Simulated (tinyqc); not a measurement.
Worked calculation: coupled-perturbed Hartree-Fock on RHF in the sto-6g basis, for H2, spin multiplicity 1. Computed by tinyqc, a small Python program that keeps every step (integrals from PySCF). Settings: charge = 0, multiplicity = 1, basis = sto-6g, method = RHF, energy threshold = 1e-10, iteration cap = 63, orthogonalisation = canonical, start = atomic densities, DIIS depth = 6. Command: `OMP_NUM_THREADS=1 python tinyqc.py 24213 24214 out.jsonl` (the two numbers bound the seeds that draw the settings). One thread of a shared host (Intel(R) Xeon(R) Processor @ 2.60GHz), about 0.09 s of CPU time with the checks. The early iterations of the SCF are left out here.

## One-electron integrals

Geometry (angstrom):
```
atom         x         y         z
H     0.000000  0.000000  0.000000
H     0.000000  0.000000  0.998000
```

Basis sto-6g: exponents (1/bohr^2) and contraction coefficients of normalised primitives:
```
element  l (shell)   exponent  coefficient
H            s (1)  35.523221     0.009164
H            s (1)   6.513144     0.049361
H            s (1)   1.822143     0.168538
H            s (1)   0.625955     0.370563
H            s (1)   0.243077     0.416492
H            s (1)   0.100112     0.130334
```

Overlap, kinetic and nuclear-attraction integrals over the contracted functions; the nuclear repulsion is the sum of Za Zb / Rab.

nuclear repulsion = 0.53023769 hartree

overlap S, order 1H 1s, 2H 1s:
```
[[1.000000, 0.497911],
 [0.497911, 1.000000]]
```

kinetic energy T (hartree), order 1H 1s, 2H 1s:
```
[[0.768522, 0.112441],
 [0.112441, 0.768522]]
```

nuclear attraction V (hartree), order 1H 1s, 2H 1s:
```
[[-1.753330, -0.798690],
 [-0.798690, -1.753330]]
```

core Hamiltonian H = T + V (hartree), order 1H 1s, 2H 1s:
```
[[-0.984808, -0.686249],
 [-0.686249, -0.984808]]
```

## Two-electron integrals

Functions are numbered as in S; the eight-fold symmetry (ij|kl) = (ji|kl) = (kl|ij) leaves the list below.

Two-electron integrals (ij|kl) in chemists' order, unique and non-zero (hartree):
```
(11|11) 0.774999   (21|11) 0.310383   (21|21) 0.158753   (22|11) 0.478682
(22|21) 0.310383   (22|22) 0.774999
```

## Orthogonalisation

S = U s U^T; canonical form X = U s^(-1/2), so that X^T S X = 1. Each column of U has its largest component positive (the first on a tie).

eigenvalues of S: [0.502089, 1.497911]

X, order 1H 1s, 2H 1s:
```
[[0.997917, 0.577753],
 [-0.997917, 0.577753]]
```

## Iteration 3 (converged): orbitals

converged F (hartree), order 1H 1s, 2H 1s:
```
[[-0.252329, -0.479847],
 [-0.479847, -0.252329]]
```

Diagonalise F' = X^T F X, C = X C', fill 1 alpha and 1 beta electrons from the bottom; D = 2 C_occ C_occ^T. Each column has its largest component positive (the first on a tie).

F' = X^T F X (hartree):
```
[[0.453143, 0.000000],
 [0.000000, -0.488798]]
```

orbital energies (hartree): [-0.488798, 0.453143]

coefficients C, order 1H 1s, 2H 1s:
```
[[0.577753, 0.997917],
 [0.577753, -0.997917]]
```

D after iteration 3, order 1H 1s, 2H 1s:
```
[[0.667596, 0.667596],
 [0.667596, 0.667596]]
```

## Convergence

Stop when the energy changes by less than 1e-10 hartree and every element of the error matrix X^T (F D S - S D F) X is below 3e-06.

Course of the cycle:
```
iteration  E (hartree)     change  largest element of the error matrix
1          -0.70617688          -                             2.56e-16
2          -1.07415234  -3.68e-01                             5.76e-16
3          -1.07415234   0.000000                             0.000000
```

PySCF RHF in the same basis = -1.07415234 hartree

Converged in 3 iterations.

## Integrals over molecular orbitals

(pq|rs) = sum C_ip C_jq C_kr C_ls (ij|kl), one index at a time.

one-electron integrals over orbitals h = C^T H C (hartree):
```
[[-1.115592, 0.000000],
 [0.000000, -0.594633]]
```

Two-electron integrals over orbitals (pq|rs), unique and non-zero (hartree):
```
(11|11) 0.626793   (21|21) 0.196997   (22|11) 0.622386   (22|22) 0.653834
```

## Response to a field: uncoupled start

dipole integrals <a|z|i> (bohr), order a2:
```
[[-1.087342]]
```

Field along z; U_ai = -mu_ai / (e_a - e_i), alpha = -4 sum U_ai mu_ai.

uncoupled U, order a2:
```
[[1.154362]]
```

uncoupled polarisability = 5.020745 bohr^3

## Coupled step 1

U_ai = -(mu_ai + sum_bj [4 (ai|bj) - (ab|ij) - (aj|bi)] U_bj) / (e_a - e_i); alpha = -4 sum U_ai mu_ai.

U after step 1, order a2:
```
[[1.192839]]
```

polarisability = 5.188093 bohr^3

## Coupled step 2

As before.

U after step 2, order a2:
```
[[1.194121]]
```

polarisability = 5.193671 bohr^3

## Coupled polarisability

Repeat until U stops changing; compare with -d2E/dF2.

Course of the coupled iterations:
```
step  alpha (bohr^3)
0           5.020745
1           5.188093
2           5.193671
3           5.193856
4           5.193863
5           5.193863
6           5.193863
```

coupled polarisability = 5.193863 bohr^3

finite-field check, fields of +/-0.001 au = 5.193859 bohr^3
